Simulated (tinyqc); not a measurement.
FCI on RHF in the sto-3g basis, for H4, spin multiplicity 1, step by step. One step of it, computed by the program tinyqc.

Question. FCI: roots. Diagonalise (each vector has its largest component positive (the first on a tie)); all determinants have Ms = 0, so triplets appear too. The lowest singlet root is the correlation energy.

Occupation strings over the orbitals (2 doubly, a alpha, b beta, 0 empty; spin orbitals ordered 1a 1b 2a 2b ...): 2200 2a0b a2b0 2b0a b2a0 aabb 2020 abab 2002 abba baab 0220 baba 0202 bbaa a0b2 0a2b b0a2 0b2a 0022

H - E(HF) between determinants (hartree), order 2200, 2a0b, a2b0, 2b0a, b2a0, aabb, 2020, abab, 2002, abba, baab, 0220, baba, 0202, bbaa, a0b2, 0a2b, b0a2, 0b2a, 0022:
```
[[0.000000, 0.000000, 0.000000, 0.000000, 0.000000, 0.024801, 0.104203, 0.081050, 0.110373, -0.105851, -0.105851, 0.107464, 0.081050, 0.092100, 0.024801, 0.000000, 0.000000, 0.000000, 0.000000, 0.000000],
 [0.000000, 0.718349, 0.087276, -0.110373, 0.105851, -0.034083, -0.065291, 0.063262, 0.042404, 0.000000, -0.045643, 0.000000, 0.016463, -0.018636, 0.000000, -0.105851, 0.107464, 0.024801, 0.000000, 0.000000],
 [0.000000, 0.087276, 0.570115, 0.105851, -0.107464, -0.043326, -0.063262, 0.065291, 0.000000, -0.040601, 0.000000, 0.034585, 0.018636, -0.016463, 0.000000, 0.110373, -0.105851, 0.000000, 0.024801, 0.000000],
 [0.000000, -0.110373, 0.105851, 0.718349, 0.087276, 0.000000, 0.065291, -0.016463, -0.042404, 0.045643, 0.000000, 0.000000, -0.063262, 0.018636, 0.034083, 0.024801, 0.000000, -0.105851, 0.107464, 0.000000],
 [0.000000, 0.105851, -0.107464, 0.087276, 0.570115, 0.000000, 0.063262, -0.018636, 0.000000, 0.000000, 0.040601, -0.034585, -0.065291, 0.016463, 0.043326, 0.000000, 0.024801, 0.110373, -0.105851, 0.000000],
 [0.024801, -0.034083, -0.043326, 0.000000, 0.000000, 1.082764, -0.081050, -0.104203, 0.105851, -0.110373, -0.107464, 0.105851, -0.092100, -0.081050, 0.000000, -0.001803, 0.011058, 0.000000, 0.000000, 0.024801],
 [0.104203, -0.065291, -0.063262, 0.065291, 0.063262, -0.081050, 0.955943, -0.112077, 0.205506, 0.193127, 0.193127, 0.198307, -0.112077, 0.000000, -0.081050, 0.016463, 0.018636, -0.016463, -0.018636, 0.092100],
 [0.081050, 0.063262, 0.065291, -0.016463, -0.018636, -0.104203, -0.112077, 1.268741, -0.193127, -0.205506, -0.198307, -0.193127, 0.000000, -0.112077, -0.092100, -0.065291, -0.063262, 0.018636, 0.016463, 0.081050],
 [0.110373, 0.042404, 0.000000, -0.042404, 0.000000, 0.105851, 0.205506, -0.193127, 1.475268, 0.087276, 0.087276, 0.000000, -0.193127, 0.198307, 0.105851, -0.011560, 0.000000, 0.011560, 0.000000, 0.107464],
 [-0.105851, 0.000000, -0.040601, 0.045643, 0.000000, -0.110373, 0.193127, -0.205506, 0.087276, 1.290275, 0.000000, 0.087276, -0.198307, 0.193127, -0.107464, 0.085730, 0.000000, 0.000000, -0.068668, -0.105851],
 [-0.105851, -0.045643, 0.000000, 0.000000, 0.040601, -0.107464, 0.193127, -0.198307, 0.087276, 0.000000, 1.290275, 0.087276, -0.205506, 0.193127, -0.110373, 0.000000, 0.068668, -0.085730, 0.000000, -0.105851],
 [0.107464, 0.000000, 0.034585, 0.000000, -0.034585, 0.105851, 0.198307, -0.193127, 0.000000, 0.087276, 0.087276, 1.168884, -0.193127, 0.205506, 0.105851, 0.000000, 0.002725, 0.000000, -0.002725, 0.110373],
 [0.081050, 0.016463, 0.018636, -0.063262, -0.065291, -0.092100, -0.112077, 0.000000, -0.193127, -0.198307, -0.205506, -0.193127, 1.268741, -0.112077, -0.104203, -0.018636, -0.016463, 0.065291, 0.063262, 0.081050],
 [0.092100, -0.018636, -0.016463, 0.018636, 0.016463, -0.081050, 0.000000, -0.112077, 0.198307, 0.193127, 0.193127, 0.205506, -0.112077, 1.601368, -0.081050, 0.063262, 0.065291, -0.063262, -0.065291, 0.104203],
 [0.024801, 0.000000, 0.000000, 0.034083, 0.043326, 0.000000, -0.081050, -0.092100, 0.105851, -0.107464, -0.110373, 0.105851, -0.104203, -0.081050, 1.082764, 0.000000, 0.000000, 0.001803, -0.011058, 0.024801],
 [0.000000, -0.105851, 0.110373, 0.024801, 0.000000, -0.001803, 0.016463, -0.065291, -0.011560, 0.085730, 0.000000, 0.000000, -0.018636, 0.063262, 0.000000, 1.841494, 0.087276, -0.107464, 0.105851, 0.023024],
 [0.000000, 0.107464, -0.105851, 0.000000, 0.024801, 0.011058, 0.018636, -0.063262, 0.000000, 0.000000, 0.068668, 0.002725, -0.016463, 0.065291, 0.000000, 0.087276, 1.683344, 0.105851, -0.110373, 0.045129],
 [0.000000, 0.024801, 0.000000, -0.105851, 0.110373, 0.000000, -0.016463, 0.018636, 0.011560, 0.000000, -0.085730, 0.000000, 0.065291, -0.063262, 0.001803, -0.107464, 0.105851, 1.841494, 0.087276, -0.023024],
 [0.000000, 0.000000, 0.024801, 0.107464, -0.105851, 0.000000, -0.018636, 0.016463, 0.000000, -0.068668, 0.000000, -0.002725, 0.063262, -0.065291, -0.011058, 0.105851, -0.110373, 0.087276, 1.683344, -0.045129],
 [0.000000, 0.000000, 0.000000, 0.000000, 0.000000, 0.024801, 0.092100, 0.081050, 0.107464, -0.105851, -0.105851, 0.110373, 0.081050, 0.104203, 0.024801, 0.023024, 0.045129, -0.023024, -0.045129, 2.236374]]
```

Give: lowest roots of this matrix, relative to E(HF); lowest vectors; <S^2> of these roots; weight of the ground state by excitation level 0, 1, 2, ....

Answer.

lowest roots of this matrix, relative to E(HF) (hartree): [-0.0710, 0.2925, 0.5114, 0.6686, 0.7038, 0.7231, 0.8453, 1.0033]

lowest vectors, order 2200, 2a0b, a2b0, 2b0a, b2a0, aabb, 2020, abab, 2002, abba, baab, 0220, baba, 0202, bbaa, a0b2, 0a2b, b0a2, 0b2a, 0022:
```
[[0.9685, 0.0000, 0.0180, 0.0000],
 [0.0039, -0.4021, 0.1931, 0.0000],
 [0.0053, 0.5671, 0.4199, 0.0000],
 [-0.0039, -0.4021, -0.1931, 0.0000],
 [-0.0053, 0.5671, -0.4199, 0.0000],
 [-0.0150, 0.0125, 0.1820, 0.4082],
 [-0.1202, 0.0000, 0.5115, 0.0000],
 [-0.0757, -0.0071, -0.1126, 0.4082],
 [-0.0740, 0.0000, -0.2339, 0.0000],
 [0.0906, 0.0542, -0.0693, 0.4082],
 [0.0906, -0.0542, -0.0693, 0.4082],
 [-0.0903, 0.0000, -0.3572, 0.0000],
 [-0.0757, 0.0071, -0.1126, 0.4082],
 [-0.0670, 0.0000, 0.1592, 0.0000],
 [-0.0150, -0.0125, 0.1820, 0.4082],
 [-0.0048, -0.0808, -0.0315, 0.0000],
 [-0.0034, 0.0844, 0.0066, 0.0000],
 [0.0048, -0.0808, 0.0315, 0.0000],
 [0.0034, 0.0844, -0.0066, 0.0000],
 [0.0298, 0.0000, -0.0022, 0.0000]]
```

<S^2> of these roots: [0.0000, 2.0000, 0.0000, 6.0000, 0.0000, 2.0000, 0.0000, 0.0000]

weight of the ground state by excitation level 0, 1, 2, ...: [0.9380, 0.0001, 0.0609, 0.0001, 0.0009]
